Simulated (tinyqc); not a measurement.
Transmission against energy, and which matching rule a chain obeys: heterojunction of two tight-binding chains.

Left chain: hopping -t1, sites at 2 t1 (band bottom 0). Right chain: hopping -t2, sites at dE + 2 t2 (bottom dE). t = c/(m a^2), c = hbar^2/2m0. The bond across the interface is -tc with tc = f sqrt(t1 t2), and the last left site has the extra energy U. In a chain E = bottom + 2t (1 - cos(ka)); the surface Green function of a half chain is g = -exp(ika)/t, with Im k > 0 where cos(ka) > 1.

Constants: hbar^2/2m0 = 3.80998211 eV angstrom^2.

Inputs chosen for the exercise (masses and offset of the size met at InGaAs / InAlAs; the results hold for these values, not for the real material): a = 5 angstrom (site spacing); m1 = 0.04 m0 (mass on the left); m2 = 0.077 m0 (mass on the right); dE = 0.62 eV (band offset); f = 0.8 (factor on the interface hopping); U = 0.33 eV (extra energy on the last left site).

Chain A is the junction as given; chain B has tc = sqrt(t1 t2) and U = 0; chain C has tc = t2 and U = t2 - t1, the finite-difference form of -d/dx (c/m) d/dx. Continuum formulas T = 4 x y/(x + y)^2 with parabolic k: x, y = k/m on each side (BenDaniel-Duke) or x, y = k (slope continuous).

T:

| E - dE (eV) | E (eV) | chain A | chain B | chain C | k/m matched | k matched |
|---|---|---|---|---|---|---|
| 0.002 | 0.622 | 0.1050 | 0.2657 | 0.1480 | 0.1509 | 0.2705 |
| 0.005 | 0.625 | 0.1608 | 0.3866 | 0.2235 | 0.2276 | 0.3928 |
| 0.010 | 0.630 | 0.2191 | 0.4994 | 0.3000 | 0.3053 | 0.5066 |
| 0.020 | 0.640 | 0.2942 | 0.6249 | 0.3945 | 0.4010 | 0.6327 |
| 0.050 | 0.670 | 0.4199 | 0.7903 | 0.5421 | 0.5498 | 0.7972 |
| 0.100 | 0.720 | 0.5304 | 0.8935 | 0.6595 | 0.6676 | 0.8987 |
| 0.200 | 0.820 | 0.6438 | 0.9624 | 0.7664 | 0.7744 | 0.9651 |
| 0.400 | 1.020 | 0.7462 | 0.9944 | 0.8493 | 0.8571 | 0.9951 |

Chain C follows the k/m rule within 0.0081 and chain B the plain k rule within 0.0077, while the two rules differ by up to 0.2475: in B the self-energy of the right side is -t1 exp(i k2 a), so only k2 enters, and in C it is -t2 exp(i k2 a), which carries 1/m2. Chain A, with f = 0.8 and U = 0.33 eV, has an interface term of its own and lies up to 0.3704 from B and 0.1291 from C.

Computed by tinyqc, a small Python program: `OMP_NUM_THREADS=1 python tinyqc.py 1452842 1452843 out.jsonl` (the numbers bound the seed that draws the inputs); one thread of a shared host (Intel(R) Xeon(R) Processor @ 2.30GHz), about 0.01 s for the whole set of steps.
